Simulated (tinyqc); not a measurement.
From results back to parameters: donor level screened by free carriers (Yukawa potential). Two cases, with inputs chosen for the exercise.

Problem. With Debye screening alone, ks^2 = 4 pi q n/(eps kB T), 1e18/cm^3 = 1e-6/angstrom^3. The converged binding was computed from a hidden density.

Potential -(q/(eps r)) exp(-ks r), q = e^2/(4 pi eps0). In units Ry* = Ry m/eps^2 and a* = a0 eps/m the problem is [-Laplacian - 2 exp(-x r)/r] psi = E psi with x = ks a*.

Converged values use 18 functions exp(-z r), z = 1.55^i, i = -11 to 6: S = 2/A^3, H = z_i z_j S - 2/(A + x)^2, A = z_i + z_j.

Constants: e^2/(4 pi eps0) = 14.39964547 eV angstrom; kB = 8.617333262e-05 eV/K.

Find: x; n.

Method. The binding in Ry* falls steadily with x, so bisection gives x; then n = (x/a*)^2 eps kB T/(4 pi q).

Case 1.

Values chosen (out of a larger set: near those of a donor in Ge, with one mean mass; not measured data): eps = 15.6 (dielectric constant); T = 300 K (temperature).

Ry* = 9.560 meV
a* = 48.28 angstrom
binding = 7.0706 meV

Solution.

x = 0.145
n = 0.020 x 1e18/cm^3

Case 2.

Values chosen (out of a larger set: near those of a donor in InP, with one mean mass; not measured data): eps = 12.2 (dielectric constant); T = 77 K (temperature).

Ry* = 7.130 meV
a* = 82.77 angstrom
binding = 2.2507 meV

Solution.

x = 0.479
n = 0.015 x 1e18/cm^3

Computed by tinyqc, one run a case: `OMP_NUM_THREADS=1 python tinyqc.py N N+1 out.jsonl` with N = 1251980, 1251981; one thread of a shared Intel(R) Xeon(R) Processor @ 2.30GHz, about 0.01 s a run at most.
